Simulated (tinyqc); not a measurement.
Floating body of a partially depleted SOI transistor: body voltage and kink: one step of the calculation.

Source at 0 V. Channel current Ic = 2 nf K Vt^2 [F(0) - F(Vd)](1 + la Vd), F(V) = ln^2(1 + exp((Vg - VT - nf V)/(2 nf Vt))), VT = VT0 - gb Vb. Saturation voltage Vs = 2 Vt sqrt(F(0)) + 3 Vt, excess Ve = (Vd - Vs + sqrt((Vd - Vs)^2 + 0.0004 V^2))/2, multiplication M1 = Ai Ve exp(-Bl/Ve). Each junction passes D(v) = J1 (exp(v/Vt) - 1) + J2 (exp(v/(2 Vt)) - 1). Bipolar current Ib = bb J1 (exp(Vb/Vt) - 1). The body settles where M1 (Ic + Ib) = D(Vb) + D(Vb - Vd) + Vb/Rb; drain current Id = (1 + M1)(Ic + Ib) - D(Vb - Vd).

Question. Drain current with floating and with grounded body. Id and VT at the converged Vb, Id at Vb = 0, their ratio, and the bipolar share Ib/(Ic + Ib).

Values chosen for this exercise; values of the order met in partially depleted silicon-on-insulator transistors: temperature T = 300 K; threshold at zero body voltage VT0 = 0.45 V; fall of the threshold per volt of body voltage gb = 0.18; slope factor nf = 1.41; gain factor per width K = 420 uA/(V^2 um); channel-length modulation factor la = 0.09 1/V; impact-ionisation prefactor Ai = 1.94 1/V; impact-ionisation voltage Bl = 7.8 V; diffusion saturation current of each junction J1 = 2.4e-12 uA/um; recombination saturation current of each junction J2 = 9.1e-8 uA/um; gain of the lateral bipolar transistor on the diffusion current bb = 3; resistance of a weak body tie to the source (1e9 stands for no tie, and the term is then dropped) Rb = 1e9 kohm um; gate voltage Vg = 0.36 V; drain voltage Vd = 1.4 V.

Constants: q = 1.602176634e-19 C, kB = 1.380649e-23 J/K, Vt = kB T/q. Results are converted to the units shown.

converged Vb = 0.50915562 V

Give: VT; Id, floating; Id, grounded; ratio; bipolar share.

Answer.

VT = 0.35835 V
Id, floating = 0.44754 uA/um
Id, grounded = 0.058519 uA/um
ratio = 7.6478
bipolar share = 0.57869 %

The body rises to 0.509 V and lowers the threshold by 91.6 mV.

Range of the model: The multiplication law is an empirical form chosen for the exercise; self-heating and capacitive coupling to the body are left out, and the linear laws are rough once Vb passes about 0.7 V or M1 about 0.1.

Numbers from tinyqc (`OMP_NUM_THREADS=1 python tinyqc.py 2182175 2182176 out.jsonl`; about 0.2 s on one thread of a shared Intel Xeon 2.30GHz).
